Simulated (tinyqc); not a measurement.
Raising the field: quantum-confined Stark effect in a modulator well.

Envelopes on cells of 0.5 angstrom over the well |z| < L/2 and 45 angstrom of barrier on each side, psi = 0 beyond, psi'/m continuous (mean mass between points), c = hbar^2/2m0. The electron sees + e F z and the hole - e F z, each with its offset in the barriers; 1 kV/cm = 1e-5 eV/angstrom. Light holes, band mixing and escape by tunnelling are left out.

Exciton: in-plane function exp(-rho/lam), 1/mu = 1/me + 1/mp, E(lam) = c/(mu lam^2) - (q/eps) times the integral over k of Fm(k)(1 + (k lam/2)^2)^(-3/2), Fm(k) the double integral of psi_e^2 psi_h^2 exp(-k |z - z'|), q = e^2/(4 pi eps0); binding Eb = -E at the minimum. Line at Eg + E_e + E_h - Eb, strength proportional to overlap^2/lam^2.

Constants: hbar^2/2m0 = 3.80998211 eV angstrom^2; e^2/(4 pi eps0) = 14.39964547 eV angstrom; hc = 1239.841984 eV nm.

Values chosen for the exercise (near those of a Ge well in SiGe, direct gap; the results hold for these values, not for the real material):
- L = 70 angstrom (well width)
- Vc = 0.356 eV (conduction offset)
- Vv = 0.105 eV (heavy-hole offset)
- me = 0.0406 m0 (electron, well)
- meb = 0.0552 m0 (electron, barrier)
- mh = 0.21 m0 (heavy hole along z, well)
- mhb = 0.221 m0 (heavy hole, barrier)
- Eg = 0.853 eV (gap of the well)
- mp = 0.066 m0 (heavy hole in the plane)
- eps = 15.8 (dielectric constant)
- Fs = (0, 15, 29, 44, 60, 78, 97) kV/cm (fields)

All quantities anew; shifts from zero field.

Results:

| F (kV/cm) | dE_e (meV) | dE_h (meV) | Eb (meV) | line shift (meV) | overlap^2 | relative strength |
|---|---|---|---|---|---|---|
| 0 | 0.00 | 0.00 | 3.97 | 0.00 | 0.995 | 1.000 |
| 15 | -0.04 | -0.15 | 3.97 | -0.19 | 0.991 | 0.994 |
| 29 | -0.16 | -0.56 | 3.96 | -0.70 | 0.979 | 0.979 |
| 44 | -0.36 | -1.28 | 3.94 | -1.61 | 0.959 | 0.952 |
| 60 | -0.67 | -2.37 | 3.92 | -2.99 | 0.930 | 0.914 |
| 78 | -1.14 | -3.98 | 3.88 | -5.03 | 0.889 | 0.860 |
| 97 | -1.75 | -6.10 | 3.84 | -7.73 | 0.838 | 0.796 |

The line shift grows with exponent 2.00 in F at low field and 1.97 at the end, still close to the quadratic law. The hole gives 78 % of the level shift in the second row and 78 % in the last. The largest shift is 1.9 times the zero-field binding, yet 97 % of the binding survives, since the walls stop the field from pulling the pair apart. The strength keeps 80 %.

(tinyqc, `OMP_NUM_THREADS=1 python tinyqc.py 1282251 1282252 out.jsonl`, Intel(R) Xeon(R) Processor @ 2.30GHz, 1 thread, shared host, about 0.1 s.)
